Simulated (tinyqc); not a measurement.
FinFET, parasitic resistance, capacitance and delay: one step of the calculation.

Nf fins under one contact; each has gated perimeter p = 2 Hf + Wf and cross-section A = Hf Wf; contact width Wc = Nf pf, stack height Hs = Hf. Contact length Lc = CPP - Lg - 2 Lsp, shared by two neighbouring gates. Source and drain sides are equal. The formulas are first-order estimates, not field solutions.

Task. Geometry and resistances. Epitaxy sheet resistance Rsh = re/te, transfer length LT = sqrt(rc/Rsh), contact Rc = [sqrt(rc Rsh)/Wc] coth(Lc/(2 LT)); extension of one fin Rx = rx Lsp/A. Effective width N p; for equal currents one side has Rc + Rx/N.

Values chosen for this exercise; values close to those of silicon logic devices:

| symbol | value | unit | meaning |
|---|---|---|---|
| Nf | 3 |  | number of fins |
| Hf | 50 | nm | fin height |
| Wf | 7 | nm | fin width |
| pf | 27 | nm | fin pitch |
| CPP | 60 | nm | contacted gate pitch |
| Lg | 20 | nm | gate length |
| Lsp | 5 | nm | spacer length |
| rc | 1.9e-9 | ohm cm^2 | contact resistivity |
| re | 0.00028 | ohm cm | resistivity of the source-drain epitaxy |
| te | 25 | nm | current-carrying depth of the epitaxy |
| rx | 0.00094 | ohm cm | resistivity of the extension |

Give: Lc; effective width; Rsh; LT; Rc; Rx; one side times effective width.

Result.

Lc = 30.000 nm
effective width = 321.00 nm
Rsh = 112.00 ohm
LT = 41.188 nm
Rc = 163.23 ohm
Rx = 134.29 ohm
one side times effective width = 66.766 ohm um

Numbers from tinyqc (`OMP_NUM_THREADS=1 python tinyqc.py 2170112 2170113 out.jsonl`; about 0.04 s on one thread of a shared Intel Xeon 2.30GHz).
